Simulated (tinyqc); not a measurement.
Strained Delta valleys, repopulation and conductivity mass: one step of the calculation.

A cubic crystal with three pairs of conduction valleys along x, y and z under uniaxial stress X along [110] (X > 0 is tension); current along [-110]. Non-degenerate electrons, fixed total density, one relaxation time for all valleys and stresses, masses unchanged by strain, so the mobility goes as the mean inverse mass.

Task. Conductivity mass and mobility. Inverse mass along the current d = [-110]: (n.d)^2/ml + (1 - (n.d)^2)/mt; mu/mu0 = sum f (1/m) over the plain mean of 1/m.

Values chosen for this exercise: longitudinal mass ml = 0.945 m0; transverse mass mt = 0.191 m0.

share f, valley x to z: 0.46953599  0.46953599  0.06092803

Wanted: 1/m along d; conductivity mass; unstrained value; mu/mu0.

Result.

1/m along d, valley x to z (1/m0): 3.147  3.147  5.236
conductivity mass = 0.3054 m0
unstrained value = 0.2602 m0
mu/mu0 = 0.8520

The possible range, all electrons in one kind of valley, is 0.819 to 1.36.

Range of the model: Shear strain also changes the transverse masses of these valleys, which is left out.

Program tinyqc, `OMP_NUM_THREADS=1 python tinyqc.py 2530012 2530013 out.jsonl`; Intel Xeon 2.30GHz, shared host, one thread, about 0.01 s.
